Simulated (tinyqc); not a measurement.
From results back to parameters: periodic multilayer mirror for extreme ultraviolet light. Three cases, with inputs chosen for the exercise.

Problem. With a mean index 1 - dm the Bragg wavelength is lam_B = 2 L sqrt((1 - dm)^2 - sin^2 theta). It is given at 0 degrees and at th2; L and dm are hidden. Then the absorber share is Gm = (dm - delta_S)/(delta_A - delta_S), with the first entries of dS and dA; L is the period.

Find: L; dm; Gm.

Method. The difference of the squares is 4 L^2 sin^2(th2); then 1 - dm = lam_B(0)/(2 L).

Case 1.

Values chosen (out of a larger set: optical constants near those of Mo and Si at 13.5 nm; not measured data): th2 = 20 degrees (second angle); dA = (0.0783, 0.00632) (delta and beta of the absorber, N = 1 - delta + i beta); dS = (0.001, 0.00187) (delta and beta of the spacer and the substrate).

lam_B at 0 = 13.311144 nm
lam_B at th2 = 12.438455 nm

Solution.

L = 6.930 nm
dm = 0.0396
Gm = 0.50

Case 2.

Values chosen (out of a larger set: optical constants near those of Mo and Si at 13.5 nm; not measured data): th2 = 20 degrees (second angle); dA = (0.0794, 0.0063) (delta and beta of the absorber, N = 1 - delta + i beta); dS = (0.0012, 0.0017) (delta and beta of the spacer and the substrate).

lam_B at 0 = 13.432584 nm
lam_B at th2 = 12.557976 nm

Solution.

L = 6.970 nm
dm = 0.0364
Gm = 0.45

Case 3.

Values chosen (out of a larger set: optical constants near those of Mo and Si at 13.5 nm; not measured data): th2 = 10 degrees (second angle); dA = (0.076, 0.00654) (delta and beta of the absorber, N = 1 - delta + i beta); dS = (0.0011, 0.00195) (delta and beta of the spacer and the substrate).

lam_B at 0 = 13.416280 nm
lam_B at th2 = 13.197370 nm

Solution.

L = 6.950 nm
dm = 0.0348
Gm = 0.45

Computed by tinyqc, one run a case: `OMP_NUM_THREADS=1 python tinyqc.py N N+1 out.jsonl` with N = 1650510, 1650513, 1650514; one thread of a shared Intel(R) Xeon(R) Processor @ 2.30GHz, about 0.01 s a run at most.
